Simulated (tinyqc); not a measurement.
Worked calculation: classical nucleation, growth and JMAK kinetics of crystallisation from a melt or glass. Computed by tinyqc, a small Python program that keeps every step. Command: `OMP_NUM_THREADS=1 python tinyqc.py 3009593 3009594 out.jsonl nucl walk`. One thread of a shared host (Intel(R) Xeon(R) Processor @ 2.30GHz), about 0.01 s of CPU time with the checks. Intermediate numbers are printed to about 5 digits and carried at full precision; extremes and crossings named in words are read from the listed rows.

A spherical nucleus cap on a flat wall with a sharp interface of isotropic energy gamma; lambda = Omega^(1/3) is the jump distance.

Inputs (values chosen for the exercise, for a model substance):
```
quantity                        value        unit
melting point T_m                1270           K
heat of melting per volume H     1460      J/cm^3
interface energy gamma          0.151       J/m^2
atomic volume Omega              24.1  angstrom^3
temperature T                     900           K
diffusion prefactor D0        1.9e-07       m^2/s
activation energy Q               2.4          eV
contact angle theta                65     degrees
wall area per volume S_v      1.6e+07         1/m
time t                            450           s
```

Nucleation: on a flat wall. Driving force: Turnbull (linear).

Constants: e = 1.602176634e-19 C; k_B = 1.380649e-23 J/K; k_B = 8.617333262e-05 eV/K.

## Critical nucleus

Driving force per volume: dG = H (T_m - T)/T_m. Shape factor f = (2 + cos theta)(1 - cos theta)^2/4. W(r) = f [4 pi r^2 gamma - (4/3) pi r^3 dG]; r* = 2 gamma/dG; W* = f 16 pi gamma^3/(3 dG^2); n* = f (4/3) pi r*^3/Omega.

driving force dG = 425.35 J/cm^3

shape factor f = 0.20191

critical radius r* = 0.71000 nm

barrier W* = 0.40181 eV

atoms in the nucleus n* = 12.560

W*/(k_B T) = 5.1809

The wall leaves r* unchanged and cuts the barrier to 20.2 % of the homogeneous value. W* equals n* Omega dG/2 = 0.402 eV. Caution: with under 20 atoms in the nucleus or a barrier under 10 k_B T the capillary model is only a guide.

## Steady nucleation rate

D = D0 exp(-Q/(k_B T)); attachment rate k+ = (A*/lambda^2) D/lambda^2 with A* = 2 pi r*^2 (1 - cos theta); Zeldovich factor Z = sqrt(W*/(3 pi k_B T))/n*; sites per volume N = S_v/lambda^2; I = N Z k+ exp(-W*/(k_B T)); lag time = 1/(4 pi Z^2 k+).

diffusivity D = 6.9079e-21 m^2/s

attachment rate k+ = 1.8147 1/s

Zeldovich factor Z = 0.059030

sites N = 1.9177e+26 1/m^3

nucleation rate I = 1.1551e+23 1/(m^3 s)

lag time = 12.584 s

A rise of gamma by 5 % would change I by a factor of about exp(-W*/(k_B T) (1.05^3 - 1)) = 0.44.

## Growth velocity

Growth (Wilson-Frenkel): u = (D/lambda) [1 - exp(-dG Omega/(k_B T))]. D = D0 exp(-Q/(k_B T)).

growth velocity u = 1.3434e-11 m/s

## Fraction transformed and grain size

JMAK with steady nucleation and growth, nuclei spread at random: extended fraction X_e = (pi/3) I u^3 t^4, X = 1 - exp(-X_e); t_X = [-3 ln(1 - X)/(pi I u^3)]^(1/4); final grains per volume = Gamma(5/4) (3/pi)^(1/4) (I/u)^(3/4), Gamma(5/4) = 0.9064024771. Grain size = (grains per volume)^(-1/3).

extended fraction = 12.027

fraction X at t = 0.99999

half time t_0.5 = 220.48 s

grains per volume = 2.5300e+25 1/m^3

grain size = 0.0034064 micrometre

t is 2.0 half times: the change is complete. Caution: grains come out smaller than the spacing of the walls, so nuclei are not spread at random as JMAK assumes.

## Nose of the time-temperature curve

JMAK with steady nucleation and growth, nuclei spread at random: extended fraction X_e = (pi/3) I u^3 t^4, X = 1 - exp(-X_e); t_X = [-3 ln(1 - X)/(pi I u^3)]^(1/4); final grains per volume = Gamma(5/4) (3/pi)^(1/4) (I/u)^(3/4), Gamma(5/4) = 0.9064024771. The nose is the T between 0.3 and 0.97 T_m where I u^3 is largest; the time is for X = 1e-6, and the critical cooling rate is estimated as (T_m - T_nose)/t_nose.

nose temperature = 1040.1 K

nose time = 0.84235 s

critical cooling rate = 272.94 K/s

The nose lies at 0.82 T_m. The melt vitrifies at modest cooling rates. Caution: at the nose the lag time is not small against the nose time, so steady nucleation overstates the critical cooling rate.

## Nucleation and growth against temperature

Grain size = (grains per volume)^(-1/3). Rows are kept where W*/(k_B T) < 70.

Rates:
```
T (K)  W*/(k_B T)  I (1/(m^3 s))     u (m/s)   t_0.5 (s)  grain size (micrometre)
635         2.493     4.9787e+18  5.0980e-17  3.1650e+07               1.8555e-03
698         2.795     1.8391e+20  2.4897e-15  6.9493e+05               1.9897e-03
762         3.246     3.1998e+21  6.4949e-14  2.9478e+04               2.2017e-03
826         3.920     2.6594e+22  9.8666e-13  2.2562e+03               2.5600e-03
889         4.946     1.0019e+23  9.4067e-12  2.9848e+02               3.2289e-03
952         6.631     1.4285e+23  6.3325e-11  6.5358e+01               4.7596e-03
1016        9.738     3.9032e+22  3.2294e-10  2.6638e+01               9.8928e-03
1080       16.373     2.5260e+20  1.2359e-09  3.4325e+01               4.8784e-02
1130       28.821     3.0321e+15  2.8628e-09  3.1058e+02               1.0225e+00
1168       52.530     3.3601e+05  4.6614e-09  6.6409e+04               3.5599e+02
```

Among these rows I peaks at 952 K, u at 1168 K and the change is fastest at 1016 K, between the two. Growth has no barrier W*, so it peaks nearer T_m than nucleation. The grain size goes as (u/I)^(1/4), from 0.0019 micrometre at the lowest T to 360 at the highest. Caution: in the coldest rows the nucleus has under 20 atoms or the barrier is under 10 k_B T, where the capillary model and steady rates are only a guide.

Checks made by the program: r* and W* against a numerical maximum of W(r) (relative difference 2e-10).
